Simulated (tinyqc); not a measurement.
Deal-Grove kinetics of thermal oxidation of silicon. Changing the initial oxide x_i. Computed by tinyqc, a small Python program. Command: `OMP_NUM_THREADS=1 python tinyqc.py 3030210 3030211 out.jsonl oxide sweep`. One thread of a shared host (Intel(R) Xeon(R) Processor @ 2.30GHz), about 0.3 s of CPU time with the checks.

Oxidant diffuses through the oxide and reacts at the interface, so that dx/dt = B/(A + 2x) for the oxide thickness x.

Inputs (values chosen for the exercise, close to those used for silicon): prefactor B0 = 755 um^2/h; activation energy E_B = 1.25 eV; prefactor (B/A)0 = 6.2e+06 um/h; activation energy E_A = 2 eV; temperature T = 1075 C; oxidant pressure p = 2 atm; pressure exponent m of B/A = 0.76; time t = 2.4 h.

Ambient: dry oxygen. Surface: (111).

Constants: k_B = 8.617333262e-05 eV/K.

Method:
- B = B0 p exp(-E_B/(k_B T)), B/A = (B/A)0 p^m exp(-E_A/(k_B T)), p in atm; A = B/(B/A).
- Temperatures in kelvin are T(C) + 273.15.
- tau = (x_i^2 + A x_i)/B and x = (A/2) [sqrt(1 + 4 B (t + tau)/A^2) - 1], the root of x^2 + A x = B (t + tau).
- Silicon consumed is 0.44 times the oxide grown; the rate is B/(A + 2x).

One run for each value:
```
initial oxide x_i (um)  oxide thickness x (um)  silicon consumed (um)     tau (h)
0.002                                  0.23576                0.10285  5.8321e-03
0.0047                                 0.23623                0.10187  1.4101e-02
0.011                                  0.23742                0.09963  3.5164e-02
0.026                                  0.24081                0.09451  9.5275e-02
0.061                                  0.25151                0.08382  2.9010e-01
0.14                                   0.28812                0.06517  1.0107e+00
0.34                                   0.42940                0.03934  4.5748e+00
0.8                                    0.84434                0.01951  2.2239e+01
```

Describe and explain the trends.

Over the rows, oxide thickness x (um) rises from 0.236 to 0.844 (exponent d ln y / d ln x 0.0023 between the first rows and 0.79 between the last); silicon consumed (um) falls from 0.103 to 0.0195 (exponent d ln y / d ln x -0.011 between the first rows and -0.82 between the last); tau (h) rises from 0.00583 to 22.2 (exponent d ln y / d ln x 1.0 between the first rows and 1.8 between the last). The oxide grown, x - x_i, falls from 0.234 to 0.0443 um: an existing film lengthens the diffusion path.
